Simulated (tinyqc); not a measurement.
Gate sheet resistance from two finger widths.

Inverse problem. At low frequency R = Rsh Wf/(3 L) + B/Wf, where B collects the channel and vertical terms. Find Rsh, B and the width of lowest R.

Parameters, values chosen for the exercise:

| symbol | value | unit | meaning |
|---|---|---|---|
| L | 0.19 | um | channel length |

input resistance of single fingers, contacted at one end, of width 0.98 and 6.8 um (ohm): [471.44218, 289.90196]

Solution. R Wf is a straight line in Wf^2; the minimum of R lies where both terms are equal.

Rsh = 19.0 ohm/square
B = 430 ohm um
width of lowest R = 3.59 um

Numbers from tinyqc (`OMP_NUM_THREADS=1 python tinyqc.py 2262216 2262217 out.jsonl`; about 0.01 s on one thread of a shared Intel Xeon 2.30GHz).
